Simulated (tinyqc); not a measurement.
What moves the results: Tamm state at the end of a one-band chain. A value that a table varies takes the place of the one given here.

A half-infinite chain with site energy 0 and hopping -t, band E = -2t cos(ka); the end site has energy D. The surface Green function of the unperturbed half chain is g = (E -/+ sqrt(E^2 - 4t^2))/(2t^2), the root with |t g| <= 1 and Im g <= 0, and with the shift G = g/(1 - D g).

Parameters, chosen for this exercise: t = 2.08 eV (hopping); a = 3.7 angstrom (spacing); D = -6.05 eV (shift of the end site); E = 1.18 eV (energy in the band).

## Threshold for a surface state

For |D| > t: E = D + t^2/D, weight on the end site 1 - t^2/D^2, decay length of the amplitude a/ln|D/t|; a dash: no bound state. The last column is the surface density -Im G/pi at E = 0.

Against D:
```
D/t    D (eV)   E (eV)  end weight  decay length (angstrom)  density at E = 0 (1/eV)
-3.00  -6.240  -6.9333      0.8889                     3.37                   0.0153
-2.00  -4.160  -5.2000      0.7500                     5.34                   0.0306
-1.40  -2.912  -4.3977      0.4898                    11.00                   0.0517
-1.10  -2.288  -4.1789      0.1736                    38.82                   0.0692
-0.80  -1.664        -           -                        -                   0.0933
0.50    1.040        -           -                        -                   0.1224
0.95    1.976        -           -                        -                   0.0804
1.05    2.184   4.1650      0.0930                    75.83                   0.0728
1.30    2.704   4.3040      0.4083                    14.10                   0.0569
2.50    5.200   6.0320      0.8400                     4.04                   0.0211
```

A state splits off only for |D| > t = 2.08 eV, although in the middle of an endless chain any shift binds one. Just past the threshold, at D/t = 1.05, it lies 5.0 meV outside the band and spreads over 75.8 angstrom; at D/t = -3 it holds 89 % of the end site, and the density left at the band centre has fallen to 0.10 of the clean value.

## What each parameter does

E = D + t^2/D, weight 1 - (t/D)^2, decay length -a/ln|t/D|, surface density -Im G/pi at E. Each row changes one parameter from the base and keeps the others.

Results:
```
case               bound level (eV)  weight  decay (angstrom)  density (1/eV)
base                        -6.7651  0.8818             3.465          0.0132
t = 2.184 eV                -6.8384  0.8697             3.631          0.0138
D = -7.26 eV                -7.8559  0.9179             2.960          0.0097
a = 4.07 angstrom           -6.7651  0.8818             3.812          0.0132
E = 0.59 eV                 -6.7651  0.8818             3.465          0.0147
```

The largest shifts from the base row, up to three for each result and ties (the steps differ in size, so this ranks the rows, not the parameters). bound level (eV): D -1.0908, t -0.0733; unchanged at the printed digits by a and E. weight: D +0.0361, t -0.0121; unchanged at the printed digits by a and E. decay (angstrom): D -0.505, a +0.347, t +0.166; unchanged at the printed digits by E. density (1/eV): D -0.0035, E +0.0015, t +0.0006; unchanged at the printed digits by a.

(tinyqc, `OMP_NUM_THREADS=1 python tinyqc.py 1452741 1452742 out.jsonl`, Intel(R) Xeon(R) Processor @ 2.30GHz, 1 thread, shared host, about 0.01 s.)
